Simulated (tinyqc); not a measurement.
Anneal temperature: kinetics of strain relaxation and threading dislocations in mismatched semiconductor layers. Computed by tinyqc, a small Python program. Command: `OMP_NUM_THREADS=1 python tinyqc.py 3006807 3006808 out.jsonl threading walk`. One thread of a shared host (Intel(R) Xeon(R) Processor @ 2.30GHz), about 0.01 s of CPU time with the checks.

60-degree dislocations on {111} planes of a (001) layer, isotropic elasticity. The Schmid factor is 1/sqrt(6), and a misfit segment relieves strain with b/2.

Inputs (values chosen for the exercise, modelled on Si(0.8)Ge(0.2) on Si):

| quantity | value | unit |
|---|---|---|
| misfit f | 0.00865 | - |
| shear modulus G | 62.2 | GPa |
| Poisson ratio nu | 0.27 | - |
| Burgers vector b | 3.88 | angstrom |
| glide activation energy Q | 2.13 | eV |
| velocity prefactor v0 | 28000 | m/s per MPa |
| layer thickness h | 74 | nm |
| anneal temperature T | 905 | K |
| anneal time t | 10 | s |
| initial thread density rho_0 | 1.5e+07 | 1/cm^2 |
| multiplication constant delta | 3000 | 1/m |

Sources: fixed density of threads.

Constants: k_B = 8.617333262e-05 eV/K.

Method:
- Excess resolved stress tau = (1/sqrt 6) [2 G (1 + nu)/(1 - nu)] (e - e_eq), e_eq = b (1 - nu/4) [ln(h/b) + 1]/(4 pi (1 + nu) h), the Matthews-Blakeslee strain of an uncapped layer; glide velocity v = v0 tau exp(-Q/(k_B T)), tau in MPa.
- Threads run in two directions, so de/dt = -(b/4) rho v, with rho fixed. With x = e - e_eq, x0 = f - e_eq (fully strained at t = 0) and v = m S x (m the mobility, S x = tau): x = x0 exp(-t/t_r), t_r = 4/(b rho_0 m S).
- The half time is that at which x = x0/2.

half time = 14.0009 s

excess stress tau = 595.062 MPa

equilibrium strain e_eq = 0.00191501

After the time t:

| T (K) | first velocity (micrometre/s) | relieved (%) | threads (1/cm^2) | half time (s) |
|---|---|---|---|---|
| 783 | 3.2507e-01 | 0.700 | 1.50e+07 | 9.8701e+02 |
| 814 | 1.0817e+00 | 2.310 | 1.50e+07 | 2.9662e+02 |
| 851 | 4.0501e+00 | 8.378 | 1.50e+07 | 7.9219e+01 |
| 880 | 1.0548e+01 | 20.377 | 1.50e+07 | 3.0418e+01 |
| 916 | 3.1812e+01 | 49.704 | 1.50e+07 | 1.0086e+01 |
| 940 | 6.3357e+01 | 74.557 | 1.50e+07 | 5.0641e+00 |
| 974 | 1.5865e+02 | 96.753 | 1.50e+07 | 2.0224e+00 |
| 1031 | 6.4530e+02 | 100.000 | 1.50e+07 | 4.9721e-01 |

What follows from these numbers?

The half time follows exp(Q/(k_B T)), a decade for each 78 K near 916 K. Relief goes from 20 % at 880 K to 74.6 % at 940 K: with a fixed density the onset is gradual, and more threads relax the layer sooner. Caution: rows with more than 50 % relieved leave out blocking by crossing misfit lines, which slows real layers.

Extremes, crossings and ranges named in words are read from the listed rows.
